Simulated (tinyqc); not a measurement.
Grain-boundary trapping model (Seto) of a polycrystalline semiconductor film. From barrier V_B back to trap density Q_t. Computed by tinyqc, a small Python program. Command: `OMP_NUM_THREADS=1 python tinyqc.py 3015085 3015086 out.jsonl poly inv`. One thread of a shared host (Intel(R) Xeon(R) Processor @ 2.30GHz), about 0.01 s of CPU time with the checks.

Grains of equal size L are joined by thin boundaries with one trap level. Trapped carriers deplete a width W on each side and raise a barrier, crossed by thermionic emission. Dopants are fully ionised, statistics are non-degenerate and mu_g does not depend on T.

Inputs (values chosen for the exercise, modelled on polycrystalline SiGe):
```
quantity                                     value    unit
permittivity eps                              13.5       -
effective density of states at 300 K, N_c  1.6e+19  1/cm^3
grain size L                                   140      nm
trap level E_t below the band edge            0.22      eV
doping N                                   1.1e+17  1/cm^3
temperature T                                  400       K
```

Grain interior: resistance included.

Constants: k_B = 8.617333262e-05 eV/K; e = 1.602176634e-19 C; eps_0 = 8.8541878128e-12 F/m.

Method. N_c(T) = N_c (T/300 K)^(3/2). Filled traps Q = Q_t/(1 + (1/2) exp((E_t* - E_F)/k_B T)), where E_t* = e V_B - E_t and E_F are counted from the band edge at the grain centre. Partial depletion: Q = 2 N W, V_B = e N W^2/(2 eps eps_0), E_F = k_B T ln(N/N_c); solve for W. If that W would exceed L/2 the grain is fully depleted: W = L/2, Q = N L, and E_F follows from the trap equation. Centre density n_0 = N_c exp(E_F/k_B T).

Task: A run gave the result below. Find the trap density Q_t, known to lie between 1.6e+12 and 3e+12 1/cm^2.

barrier V_B = 0.07967815 V

Result:

Each step takes the trial c = (a f_b - b f_a)/(f_b - f_a), f being the result less the target and a, b, c the logarithms of the listed values; c replaces end b, the old b replaces a if the sign of f changed, and otherwise f_a is halved.

Scan of the range:
```
trap density Q_t (1/cm^2)  barrier V_B (V)
1.60e+12                         0.0685794
1.78e+12                         0.0729563
1.97e+12                         0.0770451
2.19e+12                         0.0812364
2.43e+12                         0.0852800
2.70e+12                         0.0893072
3.00e+12                         0.0932689
```

False position (Illinois rule, in the logarithm of the input) inside the bracket:
```
step        end a        end b        trial  barrier V_B (V)
1     1.97000e+12  2.19000e+12  2.10548e+12        0.0796871
2     1.97000e+12  2.10548e+12  2.10453e+12        0.0796693
3     2.10548e+12  2.10453e+12  2.10500e+12        0.0796782
4     2.10453e+12  2.10500e+12  2.10500e+12        0.0796781
```

Barrier V_B rises at every point of a 13-point scan of the range (every second point is shown), so one value fits; it is bracketed by 1.97e12 and 2.19e12. Answer: trap density Q_t = 2.105e12 1/cm^2.
